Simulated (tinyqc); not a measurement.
Worked calculation: empirical pseudopotential in a few plane waves. One step of it, computed by the program tinyqc.

Question. Bloch Hamiltonian at k. Basis: the 15 shortest G (labels in 2 pi/a), the same at every k. H(G,G') = c |k + G|^2 delta + VS(|G-G'|^2) cos((G-G').tau) + i VA sin((G-G').tau), tau = a/8 (1,1,1); 1 Ry = 13.605693 eV.

Parameters chosen for this model: fcc lattice, atoms at +/- a/8 (1,1,1); form factors in rydberg at |G|^2 in units of (2 pi/a)^2:
```
parameter,value,unit
a,5.270000,angstrom
VS(3),-0.231000,Ry
VS(8),0.032000,Ry
VS(11),0.033000,Ry
VA(3),0.096000,Ry
VA(4),0.061000,Ry
VA(11),0.019000,Ry
hbar^2/2m (2 pi/a)^2,5.415785,eV
```

k point k (2 pi / a): 0.170000  -0.100000  0.580000

Give: H(k) at k.

Answer.

H(k) at k (eV):
```
,+0+0+0,-1-1-1,-1-1+1,-1+1-1,-1+1+1,+1-1-1,+1-1+1,+1+1-1,+1+1+1,-2+0+0,+0-2+0,+0+0-2,+0+0+2,+0+2+0,+2+0+0
+0+0+0,2.0325,2.2224+0.9236i,-2.2224+0.9236i,-2.2224+0.9236i,-2.2224-0.9236i,-2.2224+0.9236i,-2.2224-0.9236i,-2.2224-0.9236i,2.2224-0.9236i,0.0000+0.8299i,0.0000+0.8299i,0.0000+0.8299i,0.0000-0.8299i,0.0000-0.8299i,0.0000-0.8299i
-1-1-1,2.2224-0.9236i,11.2394,0.0000-0.8299i,0.0000-0.8299i,-0.4354,0.0000-0.8299i,-0.4354,-0.4354,0.0000,-2.2224-0.9236i,-2.2224-0.9236i,-2.2224-0.9236i,-0.3175+0.1828i,-0.3175+0.1828i,-0.3175+0.1828i
-1-1+1,-2.2224-0.9236i,0.0000+0.8299i,23.8040,0.4354,0.0000-0.8299i,0.4354,0.0000-0.8299i,0.0000,-0.4354,-2.2224+0.9236i,-2.2224+0.9236i,0.3175+0.1828i,2.2224-0.9236i,-0.3175-0.1828i,-0.3175-0.1828i
-1+1-1,-2.2224-0.9236i,0.0000+0.8299i,0.4354,9.0731,0.0000-0.8299i,0.4354,0.0000,0.0000-0.8299i,-0.4354,-2.2224+0.9236i,0.3175+0.1828i,-2.2224+0.9236i,-0.3175-0.1828i,2.2224-0.9236i,-0.3175-0.1828i
-1+1+1,-2.2224+0.9236i,-0.4354,0.0000+0.8299i,0.0000+0.8299i,21.6377,0.0000,0.4354,0.4354,0.0000-0.8299i,2.2224+0.9236i,-0.3175+0.1828i,-0.3175+0.1828i,-2.2224-0.9236i,-2.2224-0.9236i,0.3175-0.1828i
+1-1-1,-2.2224-0.9236i,0.0000+0.8299i,0.4354,0.4354,0.0000,14.9221,0.0000-0.8299i,0.0000-0.8299i,-0.4354,0.3175+0.1828i,-2.2224+0.9236i,-2.2224+0.9236i,-0.3175-0.1828i,-0.3175-0.1828i,2.2224-0.9236i
+1-1+1,-2.2224+0.9236i,-0.4354,0.0000+0.8299i,0.0000,0.4354,0.0000+0.8299i,27.4867,0.4354,0.0000-0.8299i,-0.3175+0.1828i,2.2224+0.9236i,-0.3175+0.1828i,-2.2224-0.9236i,0.3175-0.1828i,-2.2224-0.9236i
+1+1-1,-2.2224+0.9236i,-0.4354,0.0000,0.0000+0.8299i,0.4354,0.0000+0.8299i,0.4354,12.7558,0.0000-0.8299i,-0.3175+0.1828i,-0.3175+0.1828i,2.2224+0.9236i,0.3175-0.1828i,-2.2224-0.9236i,-2.2224-0.9236i
+1+1+1,2.2224+0.9236i,0.0000,-0.4354,-0.4354,0.0000+0.8299i,-0.4354,0.0000+0.8299i,0.0000+0.8299i,25.3204,-0.3175-0.1828i,-0.3175-0.1828i,-0.3175-0.1828i,-2.2224+0.9236i,-2.2224+0.9236i,-2.2224+0.9236i
-2+0+0,0.0000-0.8299i,-2.2224+0.9236i,-2.2224-0.9236i,-2.2224-0.9236i,2.2224-0.9236i,0.3175-0.1828i,-0.3175-0.1828i,-0.3175-0.1828i,-0.3175+0.1828i,20.0130,0.4354,0.4354,-0.4354,-0.4354,0.0000
+0-2+0,0.0000-0.8299i,-2.2224+0.9236i,-2.2224-0.9236i,0.3175-0.1828i,-0.3175-0.1828i,-2.2224-0.9236i,2.2224-0.9236i,-0.3175-0.1828i,-0.3175+0.1828i,0.4354,25.8620,0.4354,-0.4354,0.0000,-0.4354
+0+0-2,0.0000-0.8299i,-2.2224+0.9236i,0.3175-0.1828i,-2.2224-0.9236i,-0.3175-0.1828i,-2.2224-0.9236i,-0.3175-0.1828i,2.2224-0.9236i,-0.3175+0.1828i,0.4354,0.4354,11.1311,0.0000,-0.4354,-0.4354
+0+0+2,0.0000+0.8299i,-0.3175-0.1828i,2.2224+0.9236i,-0.3175+0.1828i,-2.2224+0.9236i,-0.3175+0.1828i,-2.2224+0.9236i,0.3175+0.1828i,-2.2224-0.9236i,-0.4354,-0.4354,0.0000,36.2603,0.4354,0.4354
+0+2+0,0.0000+0.8299i,-0.3175-0.1828i,-0.3175+0.1828i,2.2224+0.9236i,-2.2224+0.9236i,-0.3175+0.1828i,0.3175+0.1828i,-2.2224+0.9236i,-2.2224-0.9236i,-0.4354,0.0000,-0.4354,0.4354,21.5294,0.4354
+2+0+0,0.0000+0.8299i,-0.3175-0.1828i,-0.3175+0.1828i,-0.3175+0.1828i,0.3175+0.1828i,2.2224+0.9236i,-2.2224+0.9236i,-2.2224+0.9236i,-2.2224-0.9236i,0.0000,-0.4354,-0.4354,0.4354,0.4354,27.3784
```
